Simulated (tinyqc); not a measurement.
Comparisons within one model: Stoner model of a band ferromagnet. A value that a table varies takes the place of the one given here.

Density of states per atom and spin: triangular, D(e) = (4 M/W^2) (W/2 - |e|). Levels e -/+ I m/2 for up and down spin, m = n_up - n_down, n_up + n_down = nd. At zero temperature e(N) is the energy below which N states lie, and E(m) = sum over spins of integral e D de - I m^2/4.

Constants: kB = 8.617333262e-05 eV/K.

Inputs chosen for the exercise: W = 6.1 eV (band width, e from -W/2 to W/2); M = 5 (states per atom and spin); nd = 7.14 (electrons per atom); I = 1.01 eV (Stoner parameter).

## Moment against temperature

Fermi-Dirac occupations on 600 equal energy intervals; m is iterated from saturation until it changes by less than 1e-7 or for 400 rounds; the paramagnet is unstable while I times the mean of D weighted by -df/de exceeds 1.

Results:

| T/Tc | T (K) | m (muB) | I D(T) of the paramagnet |
|---|---|---|---|
| 0.10 | 756 | 2.727 | 1.251 |
| 0.30 | 2267 | 2.625 | 1.234 |
| 0.50 | 3778 | 2.415 | 1.187 |
| 0.65 | 4911 | 2.151 | 1.136 |
| 0.80 | 6044 | 1.730 | 1.079 |
| 0.90 | 6800 | 1.273 | 1.040 |
| 0.95 | 7177 | 0.918 | 1.020 |
| 1.10 | 8311 | 0.000 | 0.961 |

Tc (from I D(T) = 1) = 7.56e+03 K

kB Tc = 0.651 eV, 0.24 of the exchange splitting at zero temperature. m keeps 0.89 of its first value at half Tc and 0.47 at 0.9 Tc. The model knows only Stoner excitations; spin waves and local moments bring the ordering temperature below the Stoner value.

## Moment against the Stoner parameter

Lowest state for each I.

Results:

| I (eV) | I D(EF) | m (muB) | E - E(0) (meV) |
|---|---|---|---|
| 0.49 | 0.608 | 0.000 | 0.0 |
| 0.65 | 0.806 | 0.000 | 0.0 |
| 0.73 | 0.905 | 0.000 | 0.0 |
| 0.81 | 1.004 | 0.525 | -0.1 |
| 0.89 | 1.103 | 2.191 | -56.2 |
| 1.01 | 1.252 | 2.741 | -248.6 |
| 1.21 | 1.500 | 2.860 | -650.6 |
| 1.46 | 1.810 | 2.860 | -1161.9 |

A moment first appears at I = 0.81 eV of those listed, where I D(EF) = 1.004. It is saturated at 2.860 from I = 1.21 eV on.

## Moment against band filling

Rigid band, I fixed: a Slater-Pauling curve.

Results:

| nd | I D(EF) | m (muB) | m_max |
|---|---|---|---|
| 3.0 | 1.283 | 2.914 | 3.0 |
| 4.0 | 1.481 | 3.990 | 4.0 |
| 5.0 | 1.656 | 4.784 | 5.0 |
| 6.0 | 1.481 | 3.990 | 4.0 |
| 6.5 | 1.385 | 3.474 | 3.5 |
| 7.0 | 1.283 | 2.914 | 3.0 |
| 7.5 | 1.171 | 2.221 | 2.5 |
| 8.0 | 1.047 | 1.134 | 2.0 |
| 8.5 | 0.907 | 0.000 | 1.5 |
| 9.0 | 0.740 | 0.000 | 1.0 |
| 9.5 | 0.524 | 0.000 | 0.5 |

Magnetic fillings among those listed: 3.0, 4.0, 5.0, 6.0, 6.5, 7.0, 7.5 and 8.0; the largest moment is 4.78 at nd = 5. No listed filling is saturated.

## What moves the moment

Lowest state for each case. Each row changes one parameter from the base and keeps the others.

Results:

| case | I D(EF) | m (muB) | E - E(0) (meV) |
|---|---|---|---|
| base | 1.252 | 2.741 | -248.6 |
| W = 5.612 eV | 1.361 | 2.848 | -387.8 |
| I = 1.091 eV | 1.353 | 2.845 | -407.7 |
| nd = 6.84 | 1.316 | 3.101 | -396.4 |

The largest shifts from the base row, up to three for each result and ties (the steps differ in size, so this ranks the rows, not the parameters). I D(EF): W +0.109, I +0.100, nd +0.064. m (muB): nd +0.361, W +0.108, I +0.104. E - E(0) (meV): I -159.1, nd -147.8, W -139.2.

Computed by tinyqc, a small Python program: `OMP_NUM_THREADS=1 python tinyqc.py 1650076 1650077 out.jsonl` (the numbers bound the seed that draws the inputs); one thread of a shared host (Intel(R) Xeon(R) Processor @ 2.30GHz), about 0.4 s for the whole set of steps.
